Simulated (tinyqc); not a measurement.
Hubbard chain of 2 sites, step by step. One step of it, computed by the program tinyqc.

Problem. Mean-field iteration 1. H(up) = T + U n(down), H(down) = T + U n(up); fill the lowest levels; n(new) = n + mixing (n(out) - n); E = tr T (rho up + rho down) + U sum n_up n_down of the output.

one-body matrix (hopping and site energies) (eV):
```
           1          2
1   0.000000  -0.530000
2  -0.530000   0.000000
```

U = 4.000000 eV

electrons, up and down: 1  1

mixing = 1

n(up) at the start (a guess, not normalised): 1 0.550000, 2 0.450000

n(down) at the start (a guess): 1 0.450000, 2 0.550000

Give: levels, up; levels, down; energy; n(up) after iteration 1; n(down) after iteration 1.

Solution.

levels, up (eV): 1.4335  2.5665

levels, down (eV): 1.4335  2.5665

energy = 0.7590 eV

n(up) after iteration 1: 1 0.6765, 2 0.3235

n(down) after iteration 1: 1 0.3235, 2 0.6765
